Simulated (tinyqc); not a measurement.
What moves the results: linear model of a band gap against the share of exact exchange. A value that a table varies takes the place of the one given here.

E(alpha) = E0 + S alpha. A wider gap screens less, modelled in the Penn form eps(alpha) = 1 + (e0 - 1)(EP/(EP + S alpha))^2 with a scale EP chosen for the exercise. A dielectric-dependent hybrid takes alpha = 1/eps.

Inputs chosen for the exercise (of the order of those of GaP; shifted at random, so the results belong to these values and not to a real crystal):
- E0 = 1.54 eV (gap of the semi-local functional)
- S = 5.28 eV (slope dE/d(alpha))
- e0 = 10.1 (optical dielectric constant at alpha = 0)
- EP = 11.9 eV (energy scale of the screening)
- Et = 2.33 eV (target gap)

## Sweep of alpha

Also the exciton scale relative to alpha = 0, (m/m(0))(eps(0)/eps)^2, with a mass proportional to E + D, D = E0/2 + 0.3 eV, a k.p rule for direct gaps only.

Results:

| alpha | E (eV) | eps | alpha eps | exciton scale |
|---|---|---|---|---|
| 0.00 | 1.540 | 10.100 | 0.000 | 1.00 |
| 0.05 | 1.804 | 9.709 | 0.485 | 1.19 |
| 0.10 | 2.068 | 9.343 | 0.934 | 1.40 |
| 0.15 | 2.332 | 9.000 | 1.350 | 1.64 |
| 0.20 | 2.596 | 8.677 | 1.735 | 1.90 |
| 0.25 | 2.860 | 8.373 | 2.093 | 2.19 |
| 0.35 | 3.388 | 7.818 | 2.736 | 2.85 |
| 0.50 | 4.180 | 7.095 | 3.548 | 4.08 |

How do the results move?

alpha eps reaches 1 between alpha = 0.1 and 0.15 (fixed point 0.108), and the target gap is met between 0.1 and 0.15. At the fixed point the gap is 2.11 eV, -0.22 eV from the target. From 0 to 0.25 the gap grows by 1.32 eV while eps falls by 17 %; the exciton scale, which takes both, grows by a factor of 2.19 (formal for an indirect gap).

## What each parameter does

Fixed point alpha = 1/eps(alpha), gap and eps there. Each row changes one parameter from the base and keeps the others.

Results:

| case | alpha | E (eV) | eps |
|---|---|---|---|
| base | 0.1077 | 2.108 | 9.289 |
| E0 = 1.694 eV | 0.1077 | 2.262 | 9.289 |
| S = 4.752 eV | 0.1067 | 2.047 | 9.371 |
| e0 = 11.11 | 0.0972 | 2.053 | 10.292 |
| EP = 13.09 eV | 0.1068 | 2.104 | 9.364 |

How do the results move?

The largest shifts from the base row, up to three for each result and ties (the steps differ in size, so this ranks the rows, not the parameters). alpha: e0 -0.0105, S -0.0009, EP -0.0009; unchanged at the printed digits by E0. E (eV): E0 +0.154, S -0.061, e0 -0.055. eps: e0 +1.002, S +0.082, EP +0.075; unchanged at the printed digits by E0.

Run: tinyqc, `OMP_NUM_THREADS=1 python tinyqc.py 1850821 1850822 out.jsonl`; Intel(R) Xeon(R) Processor @ 2.30GHz, one thread, shared host; about 0.01 s of CPU time with all checks.
